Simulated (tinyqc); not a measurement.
Defect equilibria of an oxide against oxygen pressure (mass action). Changing the temperature T. Computed by tinyqc, a small Python program. Command: `OMP_NUM_THREADS=1 python tinyqc.py 3016668 3016669 out.jsonl brouwer sweep`. One thread of a shared host (Intel(R) Xeon(R) Processor @ 2.30GHz), about 0.02 s of CPU time with the checks.

Defects: oxygen vacancies V (charge +2), electrons n, holes p, the ionic partner X = O_i'' (charge -2), and the dopant. Activities are taken equal to concentrations.

Inputs (values chosen for the exercise, for a model oxide):

| quantity | value | unit |
|---|---|---|
| reduction enthalpy H_r | 2.97 | eV |
| prefactor K_r0 | 4.8e+67 | cm^-9 atm^(1/2) |
| gap E_g | 2.36 | eV |
| prefactor N_c N_v | 3.4e+40 | cm^-6 |
| disorder enthalpy H_s | 4.46 | eV |
| prefactor K_s0 | 3.4e+44 | cm^-6 |
| dopant density N_d | 1.9e+18 | cm^-3 |
| oxygen pressure P | 1e-20 | atm |
| electron mobility mu_n | 0.018 | cm^2/(V s) |
| hole mobility mu_p | 1.8 | cm^2/(V s) |
| vacancy diffusion prefactor D_0 | 0.017 | cm^2/s |
| vacancy migration energy E_m | 0.63 | eV |

Ionic disorder: anion Frenkel. Dopant (singly charged, fully ionised): acceptor.

Constants: k_B = 8.617333262e-05 eV/K; e = 1.602176634e-19 C.

Method:
- K_r = K_r0 exp(-H_r/k_B T) = [V] n^2 P^(1/2); K_i = N_c N_v exp(-E_g/k_B T) = n p; K_s = K_s0 exp(-H_s/k_B T) = [X] [V].
- Neutrality: 2 [V] + p = n + 2 [X] + N_d. With n as the unknown, [V] = K_r/(n^2 P^(1/2)), p = K_i/n, [X] = K_s/[V]; the log ratio is ln(positive/negative).
- The root is found by 60 bisections in ln n between n = 1e-10 and 1e25 cm^-3.
- sigma_n = e n mu_n, sigma_p = e p mu_p, sigma_ion = 2 e [V] mu_V with mu_V = 2 e D/(k_B T) and D = D_0 exp(-E_m/k_B T); only the oxygen vacancies carry ionic current, and the ionic transport number is sigma_ion over the total.

One run for each value:

| temperature T (K) | n (cm^-3) | [V] (cm^-3) | p (cm^-3) | total conductivity (S/cm) | ionic transport number |
|---|---|---|---|---|---|
| 700 | 6.7701e+18 | 4.3350e+18 | 5.1243e+04 | 1.9547e-02 | 0.001166 |
| 800 | 5.6570e+19 | 2.9235e+19 | 8.1574e+05 | 1.6364e-01 | 0.003034 |
| 900 | 2.8142e+20 | 1.4166e+20 | 7.3570e+06 | 8.1750e-01 | 0.007220 |
| 1000 | 1.0103e+21 | 5.0609e+20 | 4.2970e+07 | 2.9563e+00 | 0.014463 |
| 1100 | 2.8721e+21 | 1.4370e+21 | 1.8225e+08 | 8.4973e+00 | 0.025247 |

Over the rows, n (cm^-3) rises from 6.77e18 to 2.87e21 (exponent d ln y / d ln x 16 between the first rows and 11 between the last); [V] (cm^-3) rises from 4.34e18 to 1.44e21 (exponent d ln y / d ln x 14 between the first rows and 11 between the last); p (cm^-3) rises from 51200 to 1.82e8 (exponent d ln y / d ln x 21 between the first rows and 15 between the last). A line through ln n against 1/(k_B T) gives 1.003 eV. Left out: 1200, 1300, 1400, 1500 (the defects are no longer dilute).

Caution (rows 800, 900, 1000, 1100): the carrier density is near sqrt(N_c N_v), where the carriers are degenerate and n p = K_i fails. Caution (rows 900, 1000, 1100): one of n, p, [V] and [X] is above 2e20 cm^-3, near 1 % of the sites of a usual oxide, where defects associate and the ideal mass-action laws fail.
